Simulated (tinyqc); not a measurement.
# n-type polysilicon, carrier trapping at grain boundaries: effect of the doping

One-dimensional grains of size Lg, uniform ionised doping N, monovalent traps Qt at each boundary at a depth Et below (for electrons) or above (for holes) the band edge there, abrupt depletion of width W on each side of a boundary, Boltzmann statistics. xi is the distance from the band edge at the grain centre to the Fermi level. Trapped charge Qt/(1 + exp((xi + VB - Et)/Vt)) = 2 N W, barrier VB = q N W^2/(2 eps0 eps_r).

If the trap equation with xi = Vt ln(NB/N) has a root W < Lg/2, the grain is partly depleted; otherwise W = Lg/2 and the trap equation gives xi = Et - VB + Vt ln(Qt/(N Lg) - 1). N* = Qt/Lg. n0 = NB exp(-xi/Vt); mean density n0 (1 - 2 W/Lg) by charge balance in a partly depleted grain, and n0 (sqrt(pi)/2) erf(u)/u with u = sqrt(VB/Vt) in a fully depleted one; v = sqrt(kB T/(2 pi ms m0)); barrier resistivity Vt exp(VB/Vt)/(q fe n0 v Lg); grain resistivity (1 - 2 W/Lg)/(q n0 mug); effective mobility 1/(q mean density total resistivity). Rows with xi above 0.45 V, towards mid-gap, are left out, since the other carrier type is ignored.

Inputs (values chosen for the exercise); values of the order met in polycrystalline silicon:
- T = 350 K (temperature)
- eps_r = 11.7 (relative permittivity)
- NB = 3.53e19 cm^-3 (conduction-band density of states at T)
- Lg = 45 nm (grain size)
- Qt = 4.1e12 cm^-2 (trap density of a grain boundary)
- Et = 0.43 eV (depth of the trap level from the majority band edge at the boundary)
- ms = 0.54 m0 (mass for thermionic emission)
- fe = 0.12 (correction factor of the emission rate)
- mug = 45 cm^2/(V s) (mobility inside the grains)

Constants: q = 1.602176634e-19 C, kB = 1.380649e-23 J/K, m0 = 9.1093837015e-31 kg, Vt = kB T/q, eps0 = 8.8541878128e-14 F/cm where lengths are in cm. Results are converted to the units shown.

Effect of the doping:
columns A: N (cm^-3); B: N/N*; C: depleted share 2 W/Lg; D: VB (V); E: xi (V); F: mean density (cm^-3); G: resistivity (ohm cm); H: effective mobility (cm^2/(V s))
```
A             B         C         D         E          F         G         H
1.5e17  0.16463    1.0000  0.058722   0.42026  1.8947e13     19706    16.716
2.8e17  0.30732    1.0000   0.10961   0.34490  1.7610e14    8753.7    4.0489
5.1e17  0.55976    1.0000   0.19966   0.22310  7.4519e15    3054.5   0.27421
9.4e17   1.0317   0.84508   0.26281   0.10936  1.4562e17    570.73  0.075098
1.7e18   1.8659   0.53226   0.18854  0.091485  7.9516e17    26.937   0.29140
3.2e18   3.5122   0.28466   0.10151  0.072408  2.2891e18   0.82877    3.2900
5.8e18   6.3659   0.15708  0.056028  0.054471  4.8889e18   0.11757    10.858
1.1e19   12.073  0.082828  0.029543  0.035167  1.0089e19  0.032910    18.798
```

As N goes from 1.5e17 to 1.1e19, VB goes from 0.0587 through a maximum of 0.263 (at N = 9.4e17 among the rows listed) to 0.0295 V, the resistivity falls from 19700 to 0.0329 ohm cm and the effective mobility goes from 16.7 through a minimum of 0.0751 (at N = 9.4e17 among the rows listed) to 18.8 cm^2/(V s). The steepest fall of the resistivity among the rows, as N^(-5.5), lies between N = 1.7e18 and 3.2e18 cm^-3; N* = 9.11e17 cm^-3. While the grain is fully depleted VB grows as N; once the traps are full it falls as 1/N. For N = 3.2e18, 5.8e18, 1.1e19 xi is under 2.5 Vt, where Boltzmann statistics begin to fail. For N = 1.1e19 VB is below Vt, where abrupt depletion and thermionic emission are rough. For N = 9.4e17 the grain is near the changeover between partial and full depletion, within a few Debye lengths, where both limits are rough.

Program tinyqc, `OMP_NUM_THREADS=1 python tinyqc.py 2830229 2830230 out.jsonl`; Intel Xeon 2.30GHz, shared host, one thread, about 0.01 s.
